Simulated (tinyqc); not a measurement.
# A finite superlattice with mass mismatch, transfer matrices: what changes with what

One electron of energy E comes from the left lead (band edge 0); no transverse momentum. Parabolic bands, masses in units of m0, C = hbar^2/(2 m0); psi and psi'/m are continuous at every interface. N periods of a barrier d1 followed by a well Lw; the right lead equals the left one.

Parameters, values chosen for the exercise; masses and offsets close to those of InGaAs wells and InAlAs barriers:
```
symbol  value  unit                       meaning
mL      0.041    m0         mass in the left lead
U1       0.53    eV                barrier height
m1      0.074    m0                  barrier mass
d1        1.6    nm                 barrier width
Lw        5.4    nm  well width (edge 0, mass mL)
N           4                   number of periods
```

Constants: q = 1.602176634e-19 C, hbar = 1.054571817e-34 J s, m0 = 9.1093837015e-31 kg, hbar^2/(2 m0) = 0.0380998212 eV nm^2. Results are converted to the units shown.

Each table varies one quantity; the others keep the values above.

## Lowest miniband against d1

For the pair (psi, psi'/m) a flat layer has M = [[cos kd, (m/k) sin kd], [-(k/m) sin kd, cos kd]] with k = sqrt(m (E - U)/C) above its edge U, and M = [[cosh Kd, (m/K) sinh Kd], [(K/m) sinh Kd, cosh Kd]] with K = sqrt(m (U - E)/C) below it. With x(E) = (M11 + M22)/2 of one period, the lowest miniband of the infinite superlattice runs from x = 1 to x = -1, and the mass at its bottom is -2 C (dx/dE)/(d1 + Lw)^2.

Lowest miniband against d1:

| d1 (nm) | bottom (eV) | top (eV) | width (meV) | mass at the bottom (m0) |
|---|---|---|---|---|
| 0.8 | 0.05666 | 0.2013 | 144.6 | 0.04884 |
| 1.1 | 0.06980 | 0.1786 | 108.8 | 0.05361 |
| 1.5 | 0.08293 | 0.1579 | 74.94 | 0.06203 |
| 1.8 | 0.09029 | 0.1471 | 56.84 | 0.07027 |
| 2.2 | 0.09765 | 0.1371 | 39.44 | 0.08452 |
| 2.5 | 0.1018 | 0.1318 | 30.04 | 0.09829 |
| 2.9 | 0.1059 | 0.1268 | 20.92 | 0.1220 |
| 3.2 | 0.1081 | 0.1241 | 15.96 | 0.1448 |

The width falls from 145 to 16.0 meV, the bottom rises from 0.0567 to 0.108 eV, and the mass at the bottom rises from 0.0488 to 0.145 m0 (well mass 0.041). Thicker barriers weaken the coupling between wells, which narrows the band and makes it heavier.

## Transmission against energy

The matrices are multiplied with later layers to the left. With M acting on (psi, psi'/m) and v = k/m in each lead, T(E) = 4 vL vR/[(vL vR M12 - M21)^2 + (vR M11 + vL M22)^2]. The last column is exp(-2 sum K d) over the layers with U > E.

Transmission against energy:

| E (eV) | T(E) | exp(-2 sum K d) |
|---|---|---|
| 0.042 | 1.3620e-6 | 3.8725e-6 |
| 0.125 | 0.18108 | 1.1740e-5 |
| 0.208 | 4.1197e-4 | 4.0161e-5 |
| 0.291 | 4.5405e-4 | 1.6313e-4 |
| 0.374 | 0.011980 | 8.7111e-4 |
| 0.457 | 0.39131 | 0.0080687 |
| 0.54 | 0.42746 | 1.0000 |
| 0.623 | 0.14693 | 1.0000 |
| 0.705 | 0.011655 | 1.0000 |
| 0.788 | 0.0074944 | 1.0000 |
| 0.871 | 0.015413 | 1.0000 |
| 0.954 | 0.11228 | 1.0000 |

T(E) runs from 1.36e-6 at 0.042 eV to 0.112 at 0.954 eV; among the rows its largest value is 0.427 at 0.54 eV. Below the barriers it exceeds exp(-2 sum K d) by up to a factor of 15400 (at 0.125 eV), which marks a resonance or miniband close to that energy.

Range of the model: Masses are held fixed, although real bands cease to be parabolic a few tenths of an eV from their edges (inside a barrier too).

Numbers from tinyqc (`OMP_NUM_THREADS=1 python tinyqc.py 2560131 2560132 out.jsonl`; about 0.01 s on one thread of a shared Intel Xeon 2.30GHz).
